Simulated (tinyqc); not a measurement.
# Double-gate transistor, scale length and short-channel effects: effects of single changes

A body of thickness ts between two insulators of thickness ti and two tied gates. Below threshold the potential that source and drain add obeys Laplace's equation and vanishes on the gate. Its lowest mode decays along the channel as exp(-k y); k is the smallest positive root of the matching condition at the interface, and the scale length is Lambda = pi/k.

Inputs (values chosen for the exercise); permittivities: semiconductor close to that of gallium nitride, insulator close to that of hafnium oxide:
- T = 300 K (temperature)
- eps_r = 9.46 (relative permittivity of the semiconductor)
- ei = 21.6 (relative permittivity of the insulator)
- ti = 6.4 nm (insulator thickness)
- ts = 13.8 nm (body thickness)
- L = 49 nm (channel length)
- Vbi = 0.87 V (potential of the source)
- sT = 0.5 V (potential of the barrier top at threshold)
- Vds = 0.5 V (drain voltage)

Constants: q = 1.602176634e-19 C, kB = 1.380649e-23 J/K, Vt = kB T/q. Results are converted to the units shown.

Each table varies one quantity; the others keep the values above.

## A higher permittivity at fixed equivalent oxide thickness

k is the smallest positive root of f(k) = ei cos(k ti) cos(k ts/2) - eps_r sin(k ti) sin(k ts/2). Along the channel psi(y) = s + a exp(y/l) + b exp(-y/l) with psi(0) = Vbi, psi(L) = Vbi + Vds and l = 1/k = Lambda/pi; with A = Vbi - s, B = A + Vds, x = exp(-L/l): a = (B - A x) x/(1 - x^2), b = (A - B x)/(1 - x^2). The minimum is s + 2 sqrt(a b), at y = (l/2) ln(b/a). The long-channel potential follows the gate as s = sT + (Vg - VTL)/m, and the threshold VT is the gate voltage at which the minimum equals sT. Swing = m Vt ln 10/g at threshold, g = d(minimum)/ds = 1 - (b x + a)/((1 + x) sqrt(a b)). DIBL = [VT(0.05 V) - VT(Vds)]/(Vds - 0.05 V). sT and Vbi are held fixed; m = 1. The equivalent oxide thickness 3.9 ti/ei is held at 1.2 nm, so ti = 1.2 ei/3.9 nm.

A higher permittivity at fixed equivalent oxide thickness:

| ei | ti (nm) | Lambda (nm) | L/Lambda | DIBL (mV/V) | swing (mV/decade) |
|---|---|---|---|---|---|
| 3.9 | 1.200 | 19.30 | 2.539 | 14.96 | 62.02 |
| 5 | 1.538 | 19.34 | 2.534 | 15.09 | 62.04 |
| 7.5 | 2.308 | 19.47 | 2.516 | 15.54 | 62.12 |
| 10 | 3.077 | 19.67 | 2.491 | 16.19 | 62.22 |
| 15 | 4.615 | 20.27 | 2.418 | 18.29 | 62.57 |
| 20 | 6.154 | 21.20 | 2.311 | 21.85 | 63.15 |
| 25 | 7.692 | 22.52 | 2.176 | 27.47 | 64.06 |
| 35 | 10.77 | 26.30 | 1.863 | 47.35 | 67.24 |

Read the table: what changes, and by how much?

As ei goes from 3.9 to 35, Lambda rises from 19.3 to 26.3 nm, DIBL rises from 15.0 to 47.4 mV/V and the swing rises from 62.0 to 67.2 mV a decade. The ratio ei/ti is the same in every row, yet the insulator grows from 1.20 to 10.8 nm, and drain fields reach the channel sideways through it.

## Effect of the drain voltage

Same model as above.

The same in every row: Lambda (nm) = 21.197; L/Lambda = 2.3117.

Effect of the drain voltage:

| Vds (V) | VT - VTL at Vds (mV) | DIBL (mV/V) | swing (mV/decade) |
|---|---|---|---|
| 0.2 | -25.699 | 24.418 | 62.928 |
| 0.35 | -28.930 | 22.980 | 63.030 |
| 0.5 | -31.860 | 21.831 | 63.147 |
| 0.65 | -34.564 | 20.880 | 63.268 |
| 0.8 | -37.090 | 20.072 | 63.392 |
| 0.95 | -39.472 | 19.374 | 63.514 |
| 1.1 | -41.734 | 18.760 | 63.636 |

As Vds goes from 0.2 to 1.1 V, Lambda stays at 21.2 nm, DIBL falls from 24.4 to 18.8 mV/V and the swing rises from 62.9 to 63.6 mV a decade.

Numbers from tinyqc (`OMP_NUM_THREADS=1 python tinyqc.py 2420060 2420061 out.jsonl`; about 0.01 s on one thread of a shared Intel Xeon 2.30GHz).
